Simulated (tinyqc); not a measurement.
# Worked calculation: square on-chip spiral inductor, lumped pi model

Program tinyqc, `OMP_NUM_THREADS=1 python tinyqc.py 2302143 2302144 out.jsonl`; Intel Xeon 2.30GHz, shared host, one thread, about 0.01 s. Printed values are rounded.

Outer diameter do = di + 2 n wd + 2 (n - 1) sp, mean da = (do + di)/2, fill p = (do - di)/(do + di), length l = 4 n da. L = 2.34 mu0 n^2 da/(1 + 2.75 p), mu0 = 4 pi 1e-7 H/m. Rs = rho l/(wd delta (1 - exp(-th/delta))), delta = sqrt(rho/(pi f mu0)). Cs = n wd^2 eps0 eo/hu across the coil. At each end Cox = l wd eps0 eo/(2 ho) leads to the substrate branch Rsi = 2 rs he/(l wd) in parallel with Csi = l wd eps0 11.7/(2 he). With one end grounded Y = 1/(Rs + i w L) + i w Cs + 1/[1/(i w Cox) + 1/(1/Rsi + i w Csi)], w = 2 pi f; Q = -Im Y/Re Y. Eddy currents in neighbouring turns and in the substrate are left out.

Inputs (values chosen for the exercise); values of the order met in silicon radio-frequency processes: number of turns n = 2.5; line width wd = 15 um; space between turns sp = 3 um; inner diameter di = 60 um; metal thickness th = 2 um; metal resistivity rho = 2.2 uohm cm; oxide below the coil ho = 7.9 um; oxide between coil and underpass hu = 0.7 um; relative permittivity of the oxide eo = 3.9; substrate resistivity rs = 1000 ohm cm; effective spreading depth in the substrate he = 50 um; frequency f = 1.4 GHz.

Constants: eps0 = 8.8541878128e-12 F/m. Results are converted to the units shown.

## Geometry and model elements

do, l, L, delta, Rs, Cs, Cox, Rsi and Csi as defined.

do = 144 um
l = 1020 um
L = 0.879117 nH
delta = 1.99511 um
Rs = 1.18453 ohm
Cs = 27.7484 fF
Cox = 33.4386 fF
Rsi = 65359.5 ohm
Csi = 15.8499 fF

Rs is 1.58 times the direct-current value in this empirical form, which overstates the skin effect of a flat slab when delta is near th and so stands in for some current crowding.

## Admittance, quality factor and apparent inductance

Series branch 1/(Rs + i w L), substrate branch, total Y, Q = -Im Y/Re Y, apparent inductance Im(1/Y)/w, metal-only value w L/Rs, share of the loss in the substrate Re(substrate branch)/Re Y.

series branch = 19.354-126.349i mS
substrate branch = 0.0070332+0.0948363i mS
Y = 19.361-126.010i mS
Q = 6.50855
apparent inductance = 0.881358 nH
w L/Rs = 6.52843
share of the loss in the substrate = 0.0363273 %

Q is 99.7 % of the metal-only value.
